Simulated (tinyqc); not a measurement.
Strength against creep resistance: grain growth, pinning, strength and diffusional creep of a polycrystal or thin film. Computed by tinyqc, a small Python program. Command: `OMP_NUM_THREADS=1 python tinyqc.py 3010112 3010113 out.jsonl grain walk`. One thread of a shared host (Intel(R) Xeon(R) Processor @ 2.30GHz), about 0.01 s of CPU time with the checks.

One mean grain size d describes the structure.

Inputs (values chosen for the exercise, modelled on tungsten):
```
quantity                                    value        unit
atomic volume Omega                         15.85  angstrom^3
boundary energy gamma                         1.1       J/m^2
mobility prefactor M0                     4.2e-07   m^4/(J s)
activation energy of boundary motion Q_m     4.59          eV
anneal temperature T                         2409           K
anneal time t                                  14           s
initial grain size d0                          16          nm
particle volume fraction f                 0.0042           -
particle radius r                             7.1          nm
film thickness h                              110          nm
surface energy gamma_s                        2.8       J/m^2
Hall-Petch slope k_y                          0.9   MPa m^0.5
lattice diffusion energy Q_l                 5.64          eV
boundary diffusion energy Q_b                3.98          eV
lattice prefactor D0                      3.3e-05       m^2/s
boundary prefactor delta D0b              2.4e-14       m^3/s
applied stress sigma                          210         MPa
service temperature T_c                      1510           K
```

Sample: thin film on a substrate.

Constants: k_B = 8.617333262e-05 eV/K; k_B = 1.380649e-23 J/K.

Method:
- M = M0 exp(-Q_m/(k_B T)). The driving pressure is 2 gamma/d. Zener pinning pressure 3 f gamma/(2 r) stops growth at d_Z = 4 r/(3 f). Grooves where boundaries meet the surface have the angle theta = arcsin(gamma/(2 gamma_s)) and are taken to stop growth at d_h = h/(2 theta), a few film thicknesses; the limit is 1/d_lim = 1/d_Z + 1/d_h.
- dd/dt = 2 M gamma (1/d - 1/d_lim) integrates to 2 M gamma t = d_lim (d0 - d) + d_lim^2 ln[(d_lim - d0)/(d_lim - d)]; without pinning d^2 = d0^2 + 4 M gamma t.
- Nabarro-Herring rate = 14 sigma Omega D_l/(k_B T d^2), D_l = D0 exp(-Q_l/(k_B T)); Coble rate = 14 pi sigma Omega delta D_b/(k_B T d^3), delta D_b = delta D0b exp(-Q_b/(k_B T)); they are equal at d_x = pi delta D_b/D_l.
- Hall-Petch term k_y/sqrt(d).

crossover size d_x = 792.986 micrometre

At T_c and sigma:
```
d (nm)  Hall-Petch term (MPa)  Nabarro-Herring (1/s)  Coble (1/s)  time to 1 % (s)
30                     5196.2             1.2289e-08   3.2483e-04       3.0784e+01
100                    2846.0             1.1060e-09   8.7705e-06       1.1400e+03
300                    1643.2             1.2289e-10   3.2483e-07       3.0773e+04
1000                    900.0             1.1060e-11   8.7705e-09       1.1388e+06
3000                    519.6             1.2289e-12   3.2483e-10       3.0669e+07
10000                   284.6             1.1060e-13   8.7705e-12       1.1260e+09
100000                   90.0             1.1060e-15   8.7705e-15       1.0125e+12
```

What does the comparison show, and why?

From 100 micrometre to 30 nm grains the Hall-Petch term grows 58 times, while the time to 1 % strain shrinks by 10.5 decades. Coble creep rules in 7 of the seven rows (d_x = 790 micrometre). Fine grains resist slip but creep fast. The Hall-Petch value at 30 nm is at the edge of that law, and in a film grains much larger than h lose atoms to the surfaces instead. Caution: sigma Omega is not small against k_B T, as the linear creep laws assume.

Extremes, crossings and ranges named in words are read from the listed rows.
